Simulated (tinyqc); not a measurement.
Hall factor, magnetoresistance and optical conductivity for a power-law relaxation time: one step, computed by the program tinyqc.

One spherical parabolic band, tau(E) = tau_0 x^s with x = E/(k_B T). Landau quantisation is left out.

Question. Response at frequency f. <y> = int y x^(3/2) f (1 - f) dx / int x^(3/2) f (1 - f) dx, f = 1/(1 + exp(x - eta)). Integrals over x = E/(k_B T) use 160 Gauss-Legendre points in u = sqrt(x) from 0 to sqrt(max(eta, 0) + 45). sigma(w) = (n e^2/m) <tau/(1 - i w tau)>, w = 2 pi f; eps = eps_inf + i sigma/(eps_0 w); N = sqrt(eps); absorption coefficient 2 w Im N/c; reflectivity |(N - 1)/(N + 1)|^2; plasma frequency sqrt(n e^2/(eps_inf eps_0 m))/(2 pi).

Inputs (values chosen for the exercise, with a mass close to that of electrons in GaAs):

| quantity | value | unit |
|---|---|---|
| effective mass m | 0.064 | m_0 |
| exponent s | 1 | - |
| tau_0 | 51 | fs |
| reduced Fermi level eta | 0.59 | - |
| temperature T | 300 | K |
| frequency f | 3.3 | THz |
| background permittivity eps_inf | 14.7 | - |

density n = 4.842088e+17 1/cm^3

Constants: e = 1.602176634e-19 C; m_0 = 9.1093837015e-31 kg; eps_0 = 8.8541878128e-12 F/m; c = 299792458 m/s.

Give: sigma(w); permittivity; refractive index; absorption coefficient; reflectivity; plasma frequency.

Answer.

sigma(w) = 32.37+86.03i S/cm

permittivity = -32.16+17.63i

refractive index = 1.503+5.867i

absorption coefficient = 8115 1/cm

reflectivity = 0.8522

plasma frequency = 6.441 THz
